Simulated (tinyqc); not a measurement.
What moves the results: gated graphene: carriers, quantum capacitance and optical conductivity. A value that a table varies takes the place of the one given here.

Cones E = +/- hv |k|, four flavours, D(E) = 2|E|/(pi hv^2). n = (2/pi)(kT/hv)^2 F_1(mu/kT), p = (2/pi)(kT/hv)^2 F_1(-mu/kT), in 1/angstrom^2 (1e16 for 1/cm^2); F_1(eta) = integral_0^infinity x dx/(1 + exp(x - eta)). Cq/e^2 = d(n - p)/d mu = (2 kT/(pi hv^2)) ln(2 + 2 cosh(mu/kT)).

Gate: V = mu/e + e (n - p)/Cox with Cox/e^2 = k/(4 pi e2 t), t in angstrom, e2 = e^2/(4 pi eps0); 1/(eV angstrom^2) in C/e^2 equals 1602.176634 microfarad/cm^2; total 1/C = 1/Cox + 1/Cq.

Conductivity over sigma0 = e^2/(4 hbar): interband Re = sinh(E/2kT)/(cosh(mu/kT) + cosh(E/2kT)); intraband Re = (8 kT/pi) ln(2 cosh(mu/2kT)) Gm/(E^2 + Gm^2). A free sheet absorbs about pi alpha_f Re(sigma/sigma0), alpha_f the fine-structure constant (alpha among the constants).

Constants: kB = 8.617333262e-05 eV/K; e^2/(4 pi eps0) = 14.39964547 eV angstrom; fine-structure constant alpha = 0.007297352564.

Parameters, chosen for this exercise (Fermi velocity near that of graphene, gate dielectric near hBN; shifted at random, so the results belong to these values and not to a real crystal):

| symbol | value | unit | meaning |
|---|---|---|---|
| hv | 6.47 | eV angstrom | hbar vF |
| T | 150 | K |  |
| k | 3.24 |  | dielectric constant of the gate layer |
| t | 5 | nm | its thickness |
| Gm | 20 | meV | intraband damping |
| V | -1.28 | V | gate voltage from the neutrality point |

## Gate sweep

Results:

| V (V) | mu (eV) | n - p (1/cm^2) | n + p (1/cm^2) | Cq (microfarad/cm^2) | C/Cox | Cox V/e (1/cm^2) |
|---|---|---|---|---|---|---|
| 0 | 0.0000 | 0 | 4.18e+10 | 0.437 | 0.432 | 0 |
| 0.038 | 0.0203 | 6.32e+10 | 7.33e+10 | 0.614 | 0.517 | 1.36e+11 |
| 0.10 | 0.0453 | 1.96e+11 | 1.98e+11 | 1.12 | 0.662 | 3.58e+11 |
| 0.26 | 0.0871 | 6.19e+11 | 6.19e+11 | 2.12 | 0.787 | 9.31e+11 |
| 0.51 | 0.1314 | 1.36e+12 | 1.36e+12 | 3.20 | 0.848 | 1.83e+12 |
| 0.90 | 0.1823 | 2.57e+12 | 2.57e+12 | 4.44 | 0.886 | 3.22e+12 |
| 1.3 | 0.2239 | 3.85e+12 | 3.85e+12 | 5.46 | 0.905 | 4.66e+12 |
| 1.9 | 0.2756 | 5.82e+12 | 5.82e+12 | 6.72 | 0.921 | 6.80e+12 |
| 2.8 | 0.3396 | 8.81e+12 | 8.81e+12 | 8.27 | 0.935 | 1.00e+13 |

At neutrality n + p = 4.18e+10 1/cm^2 of thermal carriers remain and C/Cox = 0.432; at the last row C/Cox = 0.935 and the plain capacitor rule overstates n - p by 13.8 %. Between the last two rows mu goes as V^0.54; for |mu| well above kT the limits are 1/2 where Cox is small against Cq and 1 where it is large.

## Absorption spectrum

mu = -0.22198 eV

Results:

| E (eV) | interband | intraband | absorption (%) |
|---|---|---|---|
| 0.044 | 0.0000 | 2.4199 | 5.548 |
| 0.089 | 0.0000 | 0.6793 | 1.557 |
| 0.155 | 0.0000 | 0.2314 | 0.531 |
| 0.222 | 0.0002 | 0.1138 | 0.261 |
| 0.311 | 0.0058 | 0.0582 | 0.147 |
| 0.377 | 0.0698 | 0.0397 | 0.251 |
| 0.444 | 0.5003 | 0.0286 | 1.213 |
| 0.511 | 0.9304 | 0.0216 | 2.183 |
| 0.577 | 0.9942 | 0.0170 | 2.318 |
| 0.710 | 1.0000 | 0.0112 | 2.318 |
| 0.888 | 1.0000 | 0.0072 | 2.309 |
| 1.332 | 1.0000 | 0.0032 | 2.300 |

The edge lies at 2|mu| = 0.444 eV and, for |mu| above about 3 kT (here 17.2), rises from 10 % to 90 % over about 8.8 kT = 0.114 eV. The absorption is lowest, 0.147 %, at 0.311 eV of those listed, between the Drude tail and the edge; at the last row it is 2.300 % against pi alpha_f = 2.293 %. The thin-sheet formula fails where the absorption is large, and trigonal warping matters above about 1.5 eV.

## What moves the Fermi level

All results formed anew. Each row changes one parameter from the base and keeps the others.

Results:

| case | mu (eV) | n - p (1/cm^2) | C/Cox |
|---|---|---|---|
| base | -0.2220 | -3.789e+12 | 0.9041 |
| V = -1.664 V | -0.2564 | -5.041e+12 | 0.9159 |
| t = 3.5 nm | -0.2608 | -5.214e+12 | 0.8858 |
| k = 3.89 | -0.2412 | -4.466e+12 | 0.8951 |
| hv = 7.12 eV angstrom | -0.2422 | -3.717e+12 | 0.8946 |
| T = 250 K | -0.2200 | -3.796e+12 | 0.9033 |

The largest shifts from the base row, up to three for each result and ties (the steps differ in size, so this ranks the rows, not the parameters). mu (eV): t -0.0388, V -0.0344, hv -0.0202. n - p (1/cm^2): t -1.43e+12, V -1.25e+12, k -6.77e+11. C/Cox: t -0.0183, V +0.0118, hv -0.0094.

(tinyqc, `OMP_NUM_THREADS=1 python tinyqc.py 1652017 1652018 out.jsonl`, Intel(R) Xeon(R) Processor @ 2.30GHz, 1 thread, shared host, about 0.01 s.)
